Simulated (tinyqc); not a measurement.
# Superjunction drift layer against a plain one, charge balance: effect of the charge imbalance (Nn - Np)/N

Alternating n and p pillars of equal width wp, doping N and length Lp. When depleted, the lateral field peaks at Ex = q N wp/(2 eps0 eps_r) at the pillar junctions and a uniform vertical field Ey is added; breakdown is taken where Ex^2 + Ey^2 = Ef^2. Only the n pillars conduct, narrowed by the zero-bias depletion. A first-order model: the field peaks at the pillar ends are left out.

Ec(N) = E16 (N/1e16 cm^-3)^(1/8), mu(N) = mi + (mx - mi)/(1 + (N/Nr)^0.9). Plain drift layer for BV: N solves BV = eps0 eps_r Ec(N)^2/(2 q N), W = 2 BV/Ec, Rsp = W/(q mu N). Ex = a Ef gives N = 2 eps0 eps_r a Ef/(q wp); Ey = Ef sqrt(1 - a^2); Lp = BV/Ey; xd = sqrt(eps0 eps_r Vb/(q N)) on each side; Rsp = 2 Lp/(q mu(N) N (1 - 2 xd/wp)). An imbalance dl leaves the mean net doping |dl| N/2, which tilts the vertical field by s = q |dl| N/(2 eps0 eps_r): BV(dl) = Ey Lp - s Lp^2/2, or Ey^2/(2 s) if the field reaches zero inside the pillar.

Inputs (values chosen for the exercise); values close to those of silicon: relative permittivity of the semiconductor eps_r = 11.5; critical field at a doping of 1e16 cm^-3 E16 = 0.397 MV/cm; mobility at low doping mx = 1340 cm^2/(V s); mobility at high doping mi = 93.4 cm^2/(V s); reference doping of the mobility Nr = 1.3e17 cm^-3; wanted breakdown voltage BV = 900 V; width of each pillar wp = 4 um; critical field inside the pillars Ef = 0.3 MV/cm; lateral peak field as a share of Ef a = 0.57; built-in voltage of the pillar junctions Vb = 0.8 V.

Constants: q = 1.602176634e-19 C, eps0 = 8.8541878128e-14 F/cm where lengths are in cm. Results are converted to the units shown.

The same in every row: N (cm^-3) = 5.434e15; Lp (um) = 36.51; Rsp, pillars (mohm cm^2) = 7.783; Rsp, plain (mohm cm^2) = 161.3.

Results:
```
dl (%)  BV(dl) (V)
0            900.0
1            871.5
4            786.0
6            729.0
9            643.5
13           529.6
20           355.3
```

Estimate the missing row, dl = 2 %.

Computed row:
```
dl (%)  BV(dl) (V)
2            843.0
```

With this row back in the table: As dl goes from 0 to 20 %, Rsp of the pillars stays at 7.78 mohm cm^2 and BV with the imbalance falls from 900 to 355 V. The loss is linear in |dl| while the field reaches through the pillar; it passes 10 % at |dl| = 3.16 %.

Numbers from tinyqc (`OMP_NUM_THREADS=1 python tinyqc.py 2590023 2590024 out.jsonl`; about 0.01 s on one thread of a shared Intel Xeon 2.30GHz).
